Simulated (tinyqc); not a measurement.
Inside a calculation: overlap of hydrogenic dopants: pairs, impurity band and the Mott density. Values are carried at full precision from step to step, so a last printed digit may differ when a step is redone from the rounded ones.

Ry* = Ry m/eps^2, aB = a0 eps/m. For 1s orbitals a distance rho = R/aB apart, in Ry*: overlap S = exp(-rho)(1 + rho + rho^2/3), J = (2/rho)(1 - (1 + rho) exp(-2 rho)) (attraction to the other ion), Kx = 2 (1 + rho) exp(-rho) (exchange of one electron). One electron on a pair has E = -1 - (J +/- Kx)/(1 +/- S), without the repulsion 2/rho of the ions. Hopping after orthogonalisation: t = (Kx - S J)/(1 - S^2), half the splitting. Dopants on a lattice with z neighbours, n = (3 sqrt3/4)/R^3 (bcc), give a band of width B = 2 z t, as on any lattice of two interpenetrating sublattices. Valleys, central cells and disorder are left out.

Constants: Ry = 13.60569312 eV; a0 (Bohr radius) = 0.5291772105 angstrom; hbar = 6.58211957e-16 eV s.

Inputs chosen for the exercise (an isotropic mass and dielectric constant of the size used for donors in Si; the results hold for these values, not for the real material):
- m = 0.278 m0 (mass)
- eps = 11.4 (dielectric constant)
- N = 0.011 1/aB^3 (dopant density)
- rho = 4.6 aB (distance of a pair)
- u = 0.945 Ry* (cost of a second electron on one dopant)
- z = 8 (neighbours in the dopant lattice)

## Scales

Form Ry*, aB, and the density N in 1/cm^3 (1/angstrom^3 = 1e24/cm^3).

Ry* = 29.104 meV
aB = 21.700 angstrom
density = 1.076e+18 1/cm^3

## A pair with one electron

Form S, J, Kx, the two levels, t, and the total energy of the lower state with the repulsion, relative to a distant pair (-1).

S, J, Kx: 0.12719  0.43454  0.11258

levels (Ry*): even -1.48538, odd -1.36887

t = 0.05825 Ry*
energy of the pair against a distant one (negative: bound) = -0.05060 Ry*

In this host the pair is 10.0 nm long and its splitting 2t is 3.39 meV.

## The pair with two electrons (two-site Hubbard model)

t is the hopping between the two dopants. Singlet at (u - sqrt(u^2 + 16 t^2))/2 below the triplet at 0; estimate 4 t^2/u; weight of double occupancy (1 - u/sqrt(u^2 + 16 t^2))/2; swap time pi hbar/Jx with Jx the splitting in eV. t and u are in units of Ry*.

singlet-triplet splitting (meV): exact 0.4119, 4 t^2/u 0.4181

double occupancy = 0.0145
swap time = 5.02 ps

The estimate is 1.5 % too high at 4t/u = 0.25.

## The impurity band at this density

Form R/aB, t, B = 2 z t and N^(1/3) aB. Two estimates of the gap between the Hubbard bands: u - B (rigid bands, closing at B = u) and the Hubbard-III rule, which closes at B = (2/sqrt3) u; give B/u.

R/aB = 4.9062
t = 0.04590 Ry*

B: in Ry* 0.734, in meV 21.373

N^(1/3) aB = 0.2224
B/u = 0.777

Both rules leave a gap: an insulator at T = 0. Mott's screening rule, N^(1/3) aB = 0.26, puts this density on the insulating side.

## Checks

- Overlap S against numerical integration in elliptic coordinates: both 0.12719.

(tinyqc, `OMP_NUM_THREADS=1 python tinyqc.py 1450312 1450313 out.jsonl`, Intel(R) Xeon(R) Processor @ 2.30GHz, 1 thread, shared host, about 0.01 s.)
